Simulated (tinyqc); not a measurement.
Sweep of a uniaxial [111] stress: six-band Luttinger-Kohn model with strain.

Six-band Luttinger-Kohn model in the basis |3/2,3/2>, |3/2,1/2>, |3/2,-1/2>, |3/2,-3/2>, |1/2,1/2>, |1/2,-1/2>, electron energies, zero at the top of the unstrained valence band. H = -[rows: (P+Q, -S, R, 0, -S/r2, r2 R); (-S*, P-Q, 0, R, -r2 Q, r32 S); (R*, 0, P-Q, S, r32 S*, r2 Q); (0, R*, S*, P+Q, -r2 R*, -S*/r2); (-S*/r2, -r2 Q, r32 S, -r2 R, P+Dso, 0); (r2 R*, r32 S*, r2 Q, -S/r2, 0, P+Dso)], r2 = sqrt(2), r32 = sqrt(3/2). Levels are twofold.

P = c g1 k^2 - av tr(e); Q = c g2 (kx^2 + ky^2 - 2 kz^2) - (b/2)(exx + eyy - 2 ezz); R = c sqrt3 [-g2 (kx^2 - ky^2) + 2i g3 kx ky] + (sqrt3/2) b (exx - eyy) - i d exy; S = 2 c sqrt3 g3 (kx - i ky) kz - d (exz - i eyz); c = hbar^2/2m0, e the strain tensor (not engineering shear).

s11 = (C11 + C12)/((C11 - C12)(C11 + 2 C12)), s12 = -C12/((C11 - C12)(C11 + 2 C12)), s44 = 1/C44; exx = s11 sxx + s12 (syy + szz) and cyclic, exy = s44 sxy/2; tension is positive. A uniaxial stress X along the unit vector n is s_ij = X n_i n_j.

Constants: hbar^2/2m0 = 3.80998211 eV angstrom^2.

Values chosen for the exercise (near those of InSb; not measured data):

| symbol | value | unit | meaning |
|---|---|---|---|
| Dso | 0.808 | eV | spin-orbit splitting |
| g1 | 34.88 |  | Luttinger gamma1 |
| g2 | 15.51 |  | gamma2 |
| g3 | 16.52 |  | gamma3 |
| av | 0.36 | eV | valence hydrostatic potential |
| b | -2.02 | eV | tetragonal shear potential |
| d | -4.73 | eV | trigonal shear potential |
| C11 | 68.4 | GPa |  |
| C12 | 37.8 | GPa |  |
| C44 | 31.2 | GPa |  |
| load | uniaxial [111] |  | kind of stress |

Edges at k = 0 and curvature masses of the top pair along [110] and [001] (step 0.0002 1/angstrom); at zero stress the top is fourfold and has no single curvature.

Edges and masses:

| X (GPa) | top (eV) | second (eV) | third (eV) | splitting (meV) | m [110] | m [001] |
|---|---|---|---|---|---|---|
| -3.00 | 0.1592 | -0.1388 | -0.8509 | 298.0 | 0.017 | 0.029 |
| -1.00 | 0.0457 | -0.0463 | -0.8150 | 92.0 | 0.018 | 0.029 |
| 0.00 | 0.0000 | 0.0000 | -0.8080 | 0.0 | - | - |
| 1.00 | 0.0463 | -0.0363 | -0.8105 | 82.5 | 0.054 | 0.029 |
| 2.00 | 0.0925 | -0.0619 | -0.8237 | 154.4 | 0.054 | 0.029 |
| 3.00 | 0.1388 | -0.0762 | -0.8481 | 215.0 | 0.054 | 0.029 |

Give the missing row, X (GPa) = -2.00.

Computed row:
```
X (GPa)  top (eV)  second (eV)  third (eV)  splitting (meV)  m [110]  m [001]
-2.00      0.0993      -0.0925     -0.8298            191.9    0.017    0.029
```

The splitting reaches 298.0 meV under compression and 215.0 meV under the same tension; linear shear terms alone would make the two equal, and the difference comes from the coupling to the split-off band. At the ends of the sweep the top pair has a mass along [110] of 0.017 under compression and 0.054 under tension, so compression gives the lighter holes along [110]; along [001] it has 0.029 and 0.029. The top edge itself moves by +159 and +139 meV. The ends of the sweep mean strains up to 3.9 %, beyond the range of linear deformation potentials.

tinyqc: `OMP_NUM_THREADS=1 python tinyqc.py 1050641 1050642 out.jsonl`; about 0.06 s, one thread, shared Intel(R) Xeon(R) Processor @ 2.30GHz.
